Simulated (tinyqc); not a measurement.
What each form factor does: empirical-pseudopotential levels.

Empirical pseudopotential on the fcc lattice, atoms at +/- tau, tau = a (1,1,1)/8, no spin-orbit coupling. H(G,G') = c (2 pi/a)^2 |k + G|^2 delta + VS(q) cos(q.tau) + i VA(q) sin(q.tau), q = G - G', c = hbar^2/2m0; k and G in units of 2 pi/a; VS at |q|^2 = 3, 8, 11 and VA at 3, 4, 11, in rydberg, zero elsewhere. The basis is fixed: all 65 G with |G|^2 up to Gcut. Energies are counted from the fourth level at Gamma.

Constants: hbar^2/2m0 = 3.80998211 eV angstrom^2; Ry = 13.60569312 eV.

Inputs chosen for the exercise (near those of GaSb; not measured data):

| symbol | value | unit | meaning |
|---|---|---|---|
| a | 6.104 | angstrom | lattice constant |
| VS3 | -0.222 | Ry |  |
| VS8 | 0 | Ry |  |
| VS11 | 0.051 | Ry |  |
| VA3 | 0.058 | Ry |  |
| VA4 | 0.051 | Ry |  |
| VA11 | 0.012 | Ry |  |
| Gcut | 16 | (2 pi/a)^2 | largest \|G\|^2 of the fixed basis |

Lowest empty singlet and triplet at Gamma and the valence width there (fixed basis); lowest empty level at X = (1,0,0) and L = (1/2,1/2,1/2) from the valence top, these levels and that top with all |k + G|^2 up to 21. Singlet and triplet count orbital degeneracy. VS3 is VS at |q|^2 = 3, and so on. The row for a keeps the form factors fixed, so it is no model of a real expansion, which changes them too.

Results for these values:

| case | singlet (eV) | triplet (eV) | X (eV) | L (eV) | width (eV) |
|---|---|---|---|---|---|
| base | 0.708 | 4.320 | 2.020 | 1.610 | 10.696 |

What happens to each result for VA11 = 0.022 Ry, all else kept?

Answer: singlet falls from 0.708 to 0.486; triplet falls from 4.320 to 4.305; X falls from 2.020 to 1.893; L falls from 1.610 to 1.532; width rises from 10.696 to 10.808.

The same for each parameter in turn:

| case | singlet (eV) | triplet (eV) | X (eV) | L (eV) | width (eV) |
|---|---|---|---|---|---|
| base | 0.708 | 4.320 | 2.020 | 1.610 | 10.696 |
| a = 6.165 angstrom | 0.752 | 4.342 | 2.137 | 1.687 | 10.479 |
| VS3 = -0.212 Ry | 0.721 | 4.188 | 1.762 | 1.502 | 10.691 |
| VS8 = 0.01 Ry | 1.141 | 4.228 | 2.038 | 1.799 | 10.524 |
| VS11 = 0.061 Ry | 1.208 | 4.483 | 2.264 | 1.949 | 10.470 |
| VA3 = 0.068 Ry | 0.833 | 4.452 | 2.232 | 1.720 | 10.746 |
| VA4 = 0.061 Ry | 0.766 | 4.514 | 2.027 | 1.784 | 10.758 |
| VA11 = 0.022 Ry | 0.486 | 4.305 | 1.893 | 1.532 | 10.808 |

Computed by tinyqc, a small Python program: `OMP_NUM_THREADS=1 python tinyqc.py 1080964 1080965 out.jsonl` (the numbers bound the seed that draws the inputs); one thread of a shared host (Intel(R) Xeon(R) Processor @ 2.30GHz), about 0.3 s for the whole set of steps.
